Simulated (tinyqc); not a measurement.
Non-parabolicity of the conduction band: eight-band Kane k.p model.

Eight-band Kane model, basis S, X, Y, Z times spin, zero of energy at the top of the unstrained valence band, c = hbar^2/2m0. Within each spin: H_SS = Eg + A c k^2, H_SX = i P kx (likewise Y, Z), H_XX = -Dso/3 + L kx^2 + M (ky^2 + kz^2), H_XY = N kx ky, and cyclic. Spin-orbit term (Dso/3) L.sigma on X, Y, Z with (L_k)_ij = -i epsilon_kij: <X+|H|Y+> = -i Dso/3, <X+|H|Z-> = Dso/3, <Y+|H|Z-> = -i Dso/3, <Z+|H|X-> = -Dso/3, <Z+|H|Y-> = i Dso/3, <X-|H|Y-> = i Dso/3, and their conjugates; + and - are the spin along z. Terms from inversion asymmetry are left out, so every level is twofold.

P = sqrt(Ep c); A = 1/me - Ep (Eg + 2 Dso/3)/(Eg (Eg + Dso)) keeps the electron mass; g1' = g1 - Ep/(3 Eg), g2' = g2 - Ep/(6 Eg), g3' = g3 - Ep/(6 Eg) remove the coupling to S that the Luttinger values already hold; L = -c (g1' + 4 g2'), M = -c (g1' - 2 g2'), N = -6 c g3'.

Constants: hbar^2/2m0 = 3.80998211 eV angstrom^2.

Inputs chosen for the exercise (near those of CdTe; the results hold for these values, not for the real material):
- Eg = 1.566 eV (gap at Gamma to the s-like level)
- Dso = 0.872 eV (spin-orbit splitting)
- Ep = 18.8 eV (Kane energy)
- me = 0.0904 m0 (electron mass at Gamma)
- g1 = 5.32 (Luttinger gamma1)
- g2 = 1.72 (gamma2)
- g3 = 1.98 (gamma3)
- kmax = 0.04 1/angstrom (end of the path)

Unstrained, along [111], six points up to kmax. Parabolic: E = c k^2/me. Two-band form: E (1 + alpha E) = c k^2/me with alpha = (1 - me)^2/Eg. The column alpha(k) solves that form for alpha with the eight-band energy. Energies from the conduction edge.

Energies:
```
|k| (1/angstrom)  parabolic (eV)  two-band (eV)  eight-band (eV)  alpha(k) (1/eV)  parabolic / eight-band
0.0067                    0.0019         0.0019           0.0019            0.620                   1.001
0.0133                    0.0075         0.0075           0.0075            0.620                   1.005
0.0200                    0.0169         0.0167           0.0167            0.620                   1.010
0.0333                    0.0468         0.0457           0.0455            0.620                   1.028
0.0400                    0.0674         0.0652           0.0648            0.620                   1.040
```

Give the missing row, |k| (1/angstrom) = 0.0267.

Computed row:
```
|k| (1/angstrom)  parabolic (eV)  two-band (eV)  eight-band (eV)  alpha(k) (1/eV)  parabolic / eight-band
0.0267                    0.0300         0.0295           0.0294            0.620                   1.018
```

alpha = 0.528 1/eV

At the last point the parabola lies a factor 1.04 above the eight-band value, and the two-band form 0.4 meV above it. The parabola stays within 5 % up to |k| = 0.0400 1/angstrom of the points listed. alpha(k) stays at 0.620 1/eV, a spread of 0.1 % over this range; the simple rule gives 0.528, 15 % below the first value, as it knows neither Dso nor the remote terms.

Computed by tinyqc, a small Python program: `OMP_NUM_THREADS=1 python tinyqc.py 1081220 1081221 out.jsonl` (the numbers bound the seed that draws the inputs); one thread of a shared host (Intel(R) Xeon(R) Processor @ 2.30GHz), about 0.01 s for the whole set of steps.
